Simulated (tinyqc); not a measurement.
Leakage through a gate insulator: direct, Fowler-Nordheim, trap-assisted and Poole-Frenkel currents. Which input was changed? Computed by tinyqc, a small Python program. Command: `OMP_NUM_THREADS=1 python tinyqc.py 3008835 3008836 out.jsonl oxideleak which`. One thread of a shared host (Intel(R) Xeon(R) Processor @ 2.30GHz), about 0.07 s of CPU time with the checks.

Electrons enter from the cathode Fermi level at x = 0; the conduction band of the insulator lies phi_b - e F x above it, F = V/t. WKB exponents use a parabolic band with mass m.

Inputs (values chosen for the exercise, with an insulator like Al2O3):

| quantity | value | unit |
|---|---|---|
| thickness t | 2.3 | nm |
| barrier phi_b | 2.28 | eV |
| tunnelling mass m | 0.36 | m_0 |
| static constant eps_ox | 9 | - |
| optical constant eps_opt | 3.15 | - |
| voltage across the insulator V | 1.2 | V |
| trap depth phi_t | 1.8 | eV |
| trap density N_t | 3.3e+18 | cm^-3 |
| attempt rate nu_0 | 3e+12 | 1/s |
| activation of capture E_a | 0.2 | eV |
| temperature T | 350 | K |

Constants: hbar^2/(2 m_0) = 3.80998212 eV angstrom^2; e = 1.602176634e-19 C; hbar = 1.054571817e-34 J s; k_B = 8.617333262e-05 eV/K; eps_0 = 8.8541878128e-12 F/m.

Method:
- For a level a distance phi(x) below the band, the WKB exponent is 2 int kappa dx with kappa = sqrt(m phi/(hbar^2/2m_0)); for a linear barrier from phi_1 down to phi_2 = max(phi_1 - e F d, 0) it is G = (4/3) sqrt(m/(hbar^2/2m_0)) (phi_1^(3/2) - phi_2^(3/2))/(e F).
- J_tun = e^3 F^2/(16 pi^2 hbar m phi_b) x exp(-G) / [1 - sqrt(phi_2/phi_b)]^2 with the free-electron mass in the cathode (m in m_0), phi_2 = max(phi_b - e V, 0): direct tunnelling for e V < phi_b, Fowler-Nordheim above. Image forces, back-flow and the limit on supply are left out, so J_tun is overstated below about 0.5 V.
- Equivalent oxide thickness = 3.9 t/eps_ox.
- A trap at depth x lies phi_t below the band. Capture: tunnel at the cathode Fermi level from 0 to x (G_in from phi_1 = phi_b), rate nu_0 exp(-G_in - E_c/k_B T) with E_c = E_a + max(phi_b - phi_t - e F x, 0), the last term being the height of the trap above the cathode Fermi level. Emission: tunnel from the trap level to the anode (G_out from phi_1 = phi_t over t - x), rate nu_0 exp(-G_out - E_a/k_B T). Re-emission to the cathode follows from detailed balance, rate_back = rate_in exp(dE/k_B T) with dE = phi_b - phi_t - e F x. Each trap passes R = rate_in rate_out/(rate_in + rate_back + rate_out) electrons per second; filling from the anode is left out.
- J_TAT = e N_t int_0^t R dx by the midpoint rule on 400 intervals; the most effective depth is the midpoint with the largest R, rounded to 0.01 nm.
- Poole-Frenkel emission over the lowered barrier of a charged trap: lowering sqrt(e F/(pi eps_opt eps_0)); J_PF = e N_t^(2/3) nu_0 exp(-(phi_t - lowering)/k_B T), one sheet of traps emitting with supply unlimited (an upper bound).
- J = J_tun + J_TAT (the Poole-Frenkel bound is not added); the ratio J/J_tun is the excess that stress-made traps add.

Problem. One of these inputs alone was changed, within the range given: barrier phi_b (1.14 to 4.56); tunnelling mass m (0.18 to 0.72); trap density N_t (1.65e+18 to 6.6e+18); temperature T (175 to 550). Which one, and to what value?

Results:

| run | total current J (A/cm^2) | trap-assisted current J_TAT (A/cm^2) | Poole-Frenkel bound J_PF (A/cm^2) |
|---|---|---|---|
| before | 6.383326 | 0.003268751 | 1.489471e-06 |
| after | 0.279197 | 0.000692075 | 1.489471e-06 |

Solution.

Each candidate set to reproduce total current J, and what it then gives:

| candidate | range searched | value needed | trap-assisted current J_TAT (A/cm^2) | Poole-Frenkel bound J_PF (A/cm^2) |
|---|---|---|---|---|
| barrier phi_b (eV) | 1.14 to 4.56 | 2.972 | 1.8672e-08 | 1.4895e-06 |
| tunnelling mass m (m_0) | 0.18 to 0.72 | 0.4810 | 6.9207e-04 | 1.4895e-06 |
| trap density N_t (cm^-3) | 1.65e+18 to 6.6e+18 | out of reach | - | - |
| temperature T (K) | 175 to 550 | out of reach | - | - |

Only tunnelling mass m fits every result: it went from 0.36 to 0.481 m_0. The next best candidate, barrier phi_b, misses one result by 100 %.

Caution: the film is too thin for the Poole-Frenkel picture (the lowering is a large part of the whole drop, or the traps are further apart than the film is thick), so J_PF is only nominal.
